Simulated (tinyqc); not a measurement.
Pillar capacitor in an array: capacitance, non-linearity, leakage and relaxation: two steps of the calculation.

A film between two metal electrodes, each interface adding a series capacitance ci. The small-signal permittivity is ek (1 + aq E^2); the field is found with the linear permittivity. Leakage J = J0 sinh(E/Ef). After a voltage step the film passes a relaxation current kr C V tt^(-nr), tt being the time in seconds. The sidewall is a coaxial capacitor with radii a = dm/2 and b = dm/2 + t, depth AR dm; the end face is left out.

Values chosen for this exercise; permittivity of the order of that of silicon nitride: relative permittivity of the film ek = 6.63; film thickness t = 12 nm; capacitance of each electrode interface (dead layer and screening) ci = 160 uF/cm^2; quadratic field coefficient of the permittivity aq = 0.003 cm^2/MV^2; bias V = 1.5 V; leakage prefactor J0 = 3.1e-11 A/cm^2; field for an e-fold rise of the leakage Ef = 0.32 MV/cm; diameter of the pillar dm = 82 nm; aspect ratio, depth over diameter AR = 10; pitch of the square array pt = 170 nm; resistivity of the inner electrode rho = 350 uohm cm.

Constants: eps0 = 8.8541878128e-14 F/cm where lengths are in cm. Results are converted to the units shown.

Task 1. Planar capacitance, field and non-linearity. Planar film: Cf = eps0 ek/t, 1/C = 1/Cf + 2/ci, EOT = 3.9 eps0/C, effective permittivity C t/eps0, E = (V/t) C/Cf; quadratic coefficient [C(V)/C - 1]/V^2 with Cf (1 + aq E^2) in C(V).

Wanted: Cf; C; EOT; effective permittivity; E; quadratic coefficient; J.

Result 1.

Cf = 0.48919 uF/cm^2
C = 0.48622 uF/cm^2
EOT = 7.1020 nm
effective permittivity = 6.5897
E = 1.2424 MV/cm
quadratic coefficient = 2045.5 ppm/V^2
J = 7.5214e-10 A/cm^2

The interfaces take 0.608 % of the voltage.

Task 2. Cell capacitance, fields and time constant. Per length 1/c = ln(b/a)/(2 pi eps0 ek) + (1/a + 1/b)/(2 pi ci); cell capacitance c AR dm; per footprint over pt^2; fields c V/(2 pi eps0 ek r) at r = a and b; resistance of the inner electrode rho AR dm/(pi a^2); time constant R C/3 of the distributed line.

Give: a; b; cell capacitance; capacitance per footprint; field at a; field at b; R; R C/3.

Result 2.

a = 41.00 nm
b = 53.00 nm
cell capacitance = 1.171 fF
capacitance per footprint = 4.052 uF/cm^2
field at a = 1.416 MV/cm
field at b = 1.096 MV/cm
R = 0.5435 kohm
R C/3 = 0.2121 ps

The array gives 8.33 times the planar capacitance per footprint; curvature makes the field at the inner electrode 1.14 times the planar value.

Computed by the program tinyqc: `OMP_NUM_THREADS=1 python tinyqc.py 2102208 2102209 out.jsonl`, one thread of a shared Intel Xeon 2.30GHz, about 0.01 s for the whole run.
